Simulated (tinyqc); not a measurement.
Donors with valley-orbit split 1s states: sweeps and comparisons. A value that a table varies takes the place of the one given here.

Each donor binds at most one electron, in any of its states. For a site s, W_s = sum over its states of g exp(E/kT), and the ionised share is 1/(1 + W_s exp(eta)), eta = (EF - Ec)/kT; n = Nc F_1/2(eta); neutrality n + NA = ND x (mean ionised share); holes are neglected. Nc from N = 2 (m kB T/(4 pi c))^(3/2) with c = hbar^2/2m0, in 1/angstrom^3; times 1e24 for 1/cm^3, m = md. F_j(eta) = (1/Gamma(j + 1)) integral_0^infinity x^j dx/(1 + exp(x - eta)), which tends to exp(eta) for eta << 0.

Mobility (Caughey-Thomas form): mu = mu0 + (mu1 (T/300)^(-ga) - mu0)/(1 + ((ND + NA)/Nr)^de); rho = 1/(e n mu), e = 1.602176634e-19 C.

Constants: hbar^2/2m0 = 3.80998211 eV angstrom^2; kB = 8.617333262e-05 eV/K.

Values chosen for the exercise (near those of Sb in Si; not measured data): md = 1.046 m0 (density-of-states mass of the conduction band); E = (42.3, 32.9, 29.6) meV (binding energies of 1s(A1), 1s(T2), 1s(E)); g = (2, 6, 4) (their degeneracies with spin); ND = 1.1e+16 1/cm^3 (donors); NA = 0 1/cm^3 (compensating acceptors, all ionised); T = 250 K; mu0 = 62 cm^2/(V s) (mobility at heavy doping); mu1 = 1353 cm^2/(V s) (mobility at light doping and 300 K); Nr = 1.1e+17 1/cm^3 (reference doping); de = 0.72 (doping exponent); ga = 2.3 (temperature exponent).

## What the excited states change

The last columns keep only the ground state of each site (g = 2).

Results:
```
T (K),effective degeneracy,eta,n (1/cm^3),"n, ground states only",ratio
40,2.49,-8.99,1.63e+14,1.82e+14,0.896
60,3.32,-7.45,1.39e+15,1.76e+15,0.792
80,4.17,-6.90,3.73e+15,4.93e+15,0.758
110,5.27,-6.73,7.12e+15,8.76e+15,0.812
150,6.40,-6.91,9.42e+15,1.04e+16,0.906
200,7.39,-7.25,1.04e+16,1.08e+16,0.959
250,8.10,-7.56,1.07e+16,1.09e+16,0.978
300,8.62,-7.82,1.08e+16,1.10e+16,0.987
400,9.34,-8.24,1.09e+16,1.10e+16,0.993
500,9.80,-8.57,1.09e+16,1.10e+16,0.996
```

The effective degeneracy grows from 2.49 to 9.80. Excited states hold electrons back, so the ratio is never above 1; it is lowest, 0.758, at 80 K of those listed, and 0.987 at 300 K. At low T the excited states empty out, and at high T more donors are ionised (n is 100 % of ND - NA in the last row), so the effect is largest in between.

## Ionisation and resistivity against doping

NA = 0.

Results:
```
ND (1/cm^3),n (1/cm^3),n/ND,mu (cm^2/(V s)),rho (ohm cm),rho at full ionisation
1.0e+14,1.00e+14,1.000,2045,30.5,30.5
1.0e+15,9.97e+14,0.997,1992,3.14,3.13
1.0e+16,9.73e+15,0.973,1756,0.365,0.355
3.0e+16,2.78e+16,0.927,1495,0.150,0.139
1.0e+17,8.13e+16,0.813,1094,0.0702,0.0570
3.0e+17,1.94e+17,0.646,714,0.0451,0.0291
1.0e+18,4.43e+17,0.443,400,0.0352,0.0156
2.0e+18,6.80e+17,0.340,282,0.0326,0.0111
```

From 1e16 to 1e18 1/cm^3 rho falls by a factor 10.4, not 100: the mobility takes a factor 4.39 and incomplete ionisation 2.20. n/ND is below 0.9 from 1e+17 1/cm^3 on. From a few times 1e18 1/cm^3 on, depending on the dopant, the levels merge with the band, and already below that screening lowers the binding energy, so the last rows understate n.

## Compensation sets the slope of the freeze-out

NA = K ND. The slope energy is -d ln(n T^(-p))/d(1/kT) between 30 and 36 K, with p = 3/4 for K = 0 and p = 3/2 otherwise.

Results:
```
K,n(30 K) (1/cm^3),n(36 K) (1/cm^3),slope energy (meV)
0,1.83e+13,7.87e+13,20.53
0.0010,1.36e+13,7.34e+13,21.93
0.010,2.93e+12,4.08e+13,36.61
0.050,5.77e+11,1.06e+13,40.85
0.20,1.22e+11,2.27e+12,41.13
0.50,3.04e+10,5.67e+11,41.14
```

Without acceptors the slope is 20.53 meV, against half the ground-state energy, 21.15; with K = 0.05 it is 40.85 meV, against the full 42.3. The full energy (less a few meV where excited levels lie within a few kT) shows where n is far below NA, since the acceptors then hold EF near the donor level: n(36 K)/NA is 6.7 for K = 0.001 and 0.019 for K = 0.05; for K = 0.001 the sample is still in or near the uncompensated regime, where p = 3/2 is the wrong power, so that slope means little.

## What moves the carrier density

All results formed anew. Each row changes one parameter from the base and keeps the others.

Results:
```
case,eta,n (1/cm^3),rho (ohm cm)
base,-7.556,1.068e+16,0.3362
"E = (47.3, 32.9, 29.6) meV",-7.558,1.066e+16,0.3369
md = 1.151 m0,-7.696,1.072e+16,0.3350
ND = 2.2e+16 1/cm^3,-6.890,2.078e+16,0.1900
NA = 1.1e+15 1/cm^3,-7.661,9.609e+15,0.3777
T = 280 K,-7.718,1.077e+16,0.4320
Nr = 2.2e+17 1/cm^3,-7.556,1.068e+16,0.3158
```

The largest shifts from the base row, up to three for each result and ties (the steps differ in size, so this ranks the rows, not the parameters). eta: ND +0.666, T -0.162, md -0.140; unchanged at the printed digits by Nr. n (1/cm^3): ND +1.01e+16, NA -1.07e+15, T +8.91e+13; unchanged at the printed digits by Nr. rho (ohm cm): ND -0.146, T +0.0958, NA +0.0415.

Program tinyqc; command `OMP_NUM_THREADS=1 python tinyqc.py 1681072 1681073 out.jsonl`; about 0.01 s on one thread of a shared Intel(R) Xeon(R) Processor @ 2.30GHz.
